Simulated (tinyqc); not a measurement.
# Double-gate transistor below threshold, two-dimensional Poisson equation on a small mesh: effect of the insulator thickness

Half of a symmetric double-gate structure: row 0 is the mid-plane of the body, where the normal field vanishes. Mobile charge is neglected (subthreshold), the body is fully depleted, and potentials are counted from the intrinsic level; rows run upward to the gate, columns from source to drain.

Mesh: rows i = 0..12 in the semiconductor (step hs = tb/12, row 12 on the interface), then 8 step(s) ho = tox/8 up to the gate row 20; columns j = 0..80 (step hy = L/80). Box integration, divided by eps0: up_i = eps hy/h of the interval above row i, dn_i = that of the interval below (0 for row 0), lat_i = (sum of eps h/2 over the intervals above and below)/hy, s_i = -q Na w_i hy/eps0 with w_i the semiconductor height of the box (hs/2 for row 0 and the interface row, hs between, 0 in the insulator). Each free node obeys (up + dn + 2 lat) psi = up psi(above) + dn psi(below) + lat [psi(left) + psi(right)] + s. Fixed values: gate row Vg - Vfb; column 0 at Vbi and the last column at Vbi + Vd in the semiconductor, each running linearly to Vg - Vfb across the insulator. The system is solved directly. On row 0 the minimum of psi and its place come from a parabola through the three lowest nodes; barrier = Vbi - minimum, swing = Vt ln 10/(d psi/dVg), DIBL = (d psi/dVd)/(d psi/dVg) there. Lambda = pi/k with k the smallest positive root of tan(k tox) tan(k tb) = eox/eps_r.

Values chosen for this exercise; semiconductor permittivity close to that of In0.53Ga0.47As:
- T = 300 K (temperature)
- eps_r = 14.1 (relative permittivity of the semiconductor)
- eox = 7.5 (relative permittivity of the insulator)
- tb = 6 nm (half the body thickness)
- L = 35 nm (channel length)
- Na = 0 cm^-3 (acceptor density of the depleted body)
- Vbi = 0.47 V (potential of the source)
- Vfb = 0.13 V (gate offset)
- Vg = -0.1 V (gate voltage)
- Vd = 0.5 V (drain voltage)

Constants: q = 1.602176634e-19 C, kB = 1.380649e-23 J/K, Vt = kB T/q, eps0 = 8.8541878128e-14 F/cm where lengths are in cm. Results are converted to the units shown.

Effect of the insulator thickness:
```
tox (nm),L/Lambda,barrier (V),place y/L,swing (mV/decade),DIBL (mV/V)
0.6,2.461,0.6520,0.4651,62.94,21.14
0.83,2.326,0.6414,0.4630,63.75,26.11
1.1,2.190,0.6284,0.4607,64.77,32.40
1.6,1.983,0.6033,0.4565,66.84,45.14
2.2,1.790,0.5723,0.4516,69.59,61.92
3,1.596,0.5312,0.4454,73.61,86.25
```

As tox goes from 0.6 to 3 nm, the barrier falls from 0.652 to 0.531 V, the swing rises from 62.9 to 73.6 mV a decade and DIBL rises from 21.1 to 86.2 mV/V; the ideal swing is 59.5. L/Lambda goes from 2.5 to 1.6.

tinyqc, about 0.09 s, one thread, Intel Xeon 2.30GHz (shared host): `OMP_NUM_THREADS=1 python tinyqc.py 2480037 2480038 out.jsonl`
